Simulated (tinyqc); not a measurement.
# Scale length and length offset from two DIBL values

Inverse problem. DIBL = exp(-Le/(2 l)) + 2 exp(-Le/l) with Le = L - dL. Find l, dL and the drawn length for a DIBL of 100 mV/V.

DIBL at drawn lengths 52 and 77 nm (mV/V): 140.55344  39.412011

Answer. With e = exp(-Le/(2 l)), 2 e^2 + e = DIBL gives e and so Le/l at each length; Le/l is a straight line in L with slope 1/l.

l = 11.00 nm
dL = 4.300 nm
length for 100 mV/V = 58.43 nm

Numbers from tinyqc (`OMP_NUM_THREADS=1 python tinyqc.py 2002161 2002162 out.jsonl`; about 0.01 s on one thread of a shared Intel Xeon 2.30GHz).
